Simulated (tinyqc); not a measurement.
Molecular dynamics of a small cluster by velocity Verlet steps: one step, computed by the program tinyqc.

E = sum_(i<j) phi(r_ij), phi(r) = eps [exp(-2 alpha (r - r0)) - 2 exp(-alpha (r - r0))]; the force on i is -sum_j phi'(r_ij) (R_i - R_j)/r_ij.

Problem. Step 1. Velocity Verlet: a = c F/M with c = 9.648533212e-3 angstrom/fs^2 per eV/(angstrom u); R(new) = R + v dt + a dt^2/2; v(new) = v + (a + a(new)) dt/2. Kinetic energy K = M v^2/(2c); temperature T = 2K/((3N - 3) k_B), rotation of the cluster included.

Inputs (values chosen for the exercise, for model atoms):

| quantity | value | unit |
|---|---|---|
| length r0 | 2.35 | angstrom |
| well depth eps | 0.39 | eV |
| stiffness alpha | 2.09 | 1/angstrom |
| atomic mass M | 119 | u |
| time step dt | 3.6 | fs |

Potential: Morse. Thermostat: none.

starting positions (angstrom):
```
            x      y      z
atom 1  -0.02   0.03   0.03
atom 2   2.29  -0.08  -0.03
atom 3   1.16   2.04   0.01
atom 4   1.16   0.65    1.9
atom 5   1.15    0.7  -1.91
```

starting velocities (angstrom/fs):
```
               x         y         z
atom 1   0.00111  -0.00026  -0.00171
atom 2  -0.00149   -0.0008  -0.00118
atom 3  -0.00061   0.00119   0.00068
atom 4   0.00099  -0.00086    0.0013
atom 5    -1e-05   0.00073   0.00091
```

Constants: 1 eV/(angstrom u) = 9.648533212e-03 angstrom/fs^2; k_B = 8.617333262e-05 eV/K.

Give: positions after step 1; new forces; velocities after step 1; total energy.

Solution.

positions after step 1 (angstrom):
```
             x       y       z
atom 1  -0.016   0.029   0.024
atom 2   2.285  -0.083  -0.034
atom 3   1.158   2.044   0.012
atom 4   1.164   0.647   1.905
atom 5   1.150   0.703  -1.907
```

new forces (eV/angstrom):
```
              x        y        z
atom 1  -0.2964  -0.0904  -0.1506
atom 2   0.1368   0.1122   0.0847
atom 3   0.1089  -0.0775   0.0268
atom 4   0.0996   0.0475   0.0502
atom 5  -0.0489   0.0082  -0.0111
```

velocities after step 1 (angstrom/fs):
```
                x          y          z
atom 1   0.001028  -0.000288  -0.001762
atom 2  -0.001456  -0.000768  -0.001160
atom 3  -0.000579   0.001171   0.000685
atom 4   0.001021  -0.000846   0.001323
atom 5  -0.000024   0.000730   0.000913
```

total energy = -3.437 eV
